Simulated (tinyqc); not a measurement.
Inside a calculation. Model: wafer bonding and layer transfer: bond energy, gap closing, particles, bonding of dissimilar wafers and hydrogen blisters. Computed by tinyqc, a small Python program that keeps every step. Command: `OMP_NUM_THREADS=1 python tinyqc.py 3019552 3019553 out.jsonl bond walk`. One thread of a shared host (Intel(R) Xeon(R) Processor @ 2.30GHz), about 0.01 s of CPU time with the checks. Intermediate numbers are printed to about 6 digits and carried at full precision; extremes and crossings named in words are read from the listed rows.

gamma is the energy per area of each of the two surfaces; plates are isotropic, and both wafers have E1 and t1.

Inputs (values chosen for the exercise, with wafer 1 close to silicon):
```
quantity,value,unit
Young's modulus E1,144,GPa
Poisson ratio nu,0.2,-
thickness t1,525,micrometre
blade thickness t_b,230,micrometre
crack length L,26.5,mm
particle radius h,0.2,micrometre
radius of a shallow gap R,0.09,mm
half height of the gap h_g,1.9,nm
implant depth d,1.9,micrometre
hydrogen dose,9.1,1e16/cm^2
share of the dose released as H2,0.091,-
surface energy of the weakened plane gamma_s,0.91,J/m^2
anneal temperature T,825,K
```

Pair: two equal wafers.

Constants: k_B = 1.380649e-23 J/K.

## Bond energy from the blade test

Two cantilevers opened by t_b: gamma = 3 t_b^2 E1 t1^3 E2 t2^3/(16 L^4 (E1 t1^3 + E2 t2^3)).

bond energy gamma = 0.209548 J/m^2

An error of 5 % in L changes gamma by about 20 %. This is the level of van der Waals or hydrogen bonds, as after contact at room temperature.

## Does a shallow gap close?

E' = E1/(1 - nu^2), equal wafers of thickness t1 assumed. A gap of radius R closes if h_g < h_c: h_c = R^2/sqrt((2/3) E' t1^3/gamma) for R > 2 t1 (plate bending), h_c = 3.6 sqrt(R gamma/E') for R < 2 t1 (local deformation).

closable height h_c = 40.3664 nm

h_g/h_c = 0.0470688

The gap closes.

## Void around a particle

E' = E1/(1 - nu^2), equal wafers assumed. Void radius in the plate regime: R_v = [(2/3) E' t1^3/gamma]^(1/4) h^(1/2). Below h_crit = 5 sqrt(t1 gamma/E') the wafers deform locally and R_v is of the order of h (taken as h).

critical particle radius = 0.135409 micrometre

void radius = 1289.18 micrometre

The void is 6400 times the particle.

## Blistering after hydrogen implantation

A flat crack of radius r under a layer of thickness d, as a clamped plate: centre height w = 3 p r^4/(16 E' d^3), volume pi r^2 w/3, energy release G = 3 p^2 r^4/(32 E' d^3), E' = E1/(1 - nu^2). It grows when G = 2 gamma_s. The gas comes from the area pi r^2: p V = (dose x share/2) pi r^2 k_B T, and G = p w/2 = (3/2) N k_B T with N the H2 molecules per area. Share needed: G = 2 gamma_s. The pressure and height at growth are given for r = 10 d.

energy release G = 0.707426 J/m^2

share of the dose needed = 0.234116

pressure at growth = 12.3799 MPa

height at growth = 294.024 nm

The released gas does not suffice by this estimate. In this plate limit G depends on neither r nor d.

## Closable height against the size of the gap

The formulas are those given above.

Gap closing:
```
R (mm),regime,h_c (nm),slope h_c/R
1.00e-04,local,1.34555e+00,0.0134555
1.00e-03,local,4.25499e+00,0.0042550
1.00e-02,local,1.34555e+01,0.0013455
1.00e-01,local,4.25499e+01,0.0004255
5.00e-01,local,9.51445e+01,0.0001903
2.00e+00,plate,4.81352e+02,0.0002407
5.00e+00,plate,3.00845e+03,0.0006017
2.00e+01,plate,4.81352e+04,0.0024068
5.00e+01,plate,3.00845e+05,0.0060169
```

Roughness of 100 nm scale may be 1.3 nm in half height, waviness of radius 5 cm as much as 300 micrometre: h_c goes as R^(1/2) when the wafer deforms locally and as R^2 when it bends. The allowed slope is least near R = 2 t1, so defects about 4 t1 wide are the hardest to close; bow matters little.

Checks made by the program: gamma against the derivative of the beam energy (relative difference 2e-10).
